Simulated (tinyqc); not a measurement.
The decay curve: photoconductance decay in a wafer: bulk and surface recombination modes, and iron detection by pair splitting. Computed by tinyqc, a small Python program. Command: `OMP_NUM_THREADS=1 python tinyqc.py 3112331 3112332 out.jsonl pcd walk`. One thread of a shared host (Intel(R) Xeon(R) Processor @ 2.30GHz), about 0.01 s of CPU time with the checks.

Both faces of the wafer have the same S; injection is low and all coefficients are constant. x runs from -W/2 to W/2.

Inputs (values chosen for the exercise, modelled on p-type silicon):
```
quantity,value,unit
thickness W,725,micrometre
diffusivity D,25.2,cm^2/s
bulk lifetime tau_b without iron,1500,microsecond
surface recombination velocity S,510,cm/s
absorption coefficient alpha,17,1/cm
```

Method:
- Even modes cos(a x) obey b tan b = S W/(2 D) with b = a W/2, odd modes sin(a x) obey -b cot b = S W/(2 D); each decays at the rate 1/tau_b + D a^2.
- tau_eff is the decay time of the first mode. The surface time is 1/(D a^2) of that mode; shortcuts for it are W/(2 S), W^2/(pi^2 D) and their sum, whose error is sum/surface time - 1.
- Light from one face makes n(x, 0) proportional to exp(-alpha (x + W/2)). Only even modes carry the thickness average: weight c_n = [sin b/b] int n cos(a x) dx / (int cos^2(a x) dx x mean n), with int exp(-alpha (x + W/2)) cos(a x) dx = [alpha cos b (1 - E) + a sin b (1 + E)]/(alpha^2 + a^2), E = exp(-alpha W), and int cos^2 = W/2 + sin(2 b)/(2 a).
- Mean density = sum_n c_n exp(-t/tau_n) over 60 modes; the local decay time is -1/(d ln n/dt).

W^2/(pi^2 D) = 21.1337 microsecond

tau_eff = 84.1736 microsecond

Decay:
```
t / (W^2/(pi^2 D)),t (microsecond),mean density/start,local decay time (microsecond)
0.02,0.423,0.99349,66.744
0.05,1.057,0.98434,69.937
0.10,2.113,0.96993,73.207
0.20,4.227,0.94311,77.151
0.50,10.567,0.87138,82.181
1.00,21.134,0.76762,83.940
2.00,42.267,0.59709,84.171
```

The local decay time goes from 66.7 to 84.2 microsecond against tau_eff = 84.2. Early on higher modes speed the decay, so a fit must start late.
